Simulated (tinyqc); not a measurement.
# Ballast resistance and gain from the on-state line

Problem. At high current V = BV (1 + be)^(-1/n) + I Ro. Find Ro, the intercept and be.

Parameters, values chosen for the exercise: junction breakdown voltage BV = 7 V; exponent of the multiplication n = 2.6.

V at I = 4 and 8 mA/um (V): [3.6995904, 4.3795904]

Answer. The slope is Ro; the intercept over BV is (1 + be)^(-1/n).

Ro = 170.0 ohm um
intercept = 3.020 V
be = 7.900

tinyqc, about 0.02 s, one thread, Intel Xeon 2.30GHz (shared host): `OMP_NUM_THREADS=1 python tinyqc.py 2670123 2670124 out.jsonl`
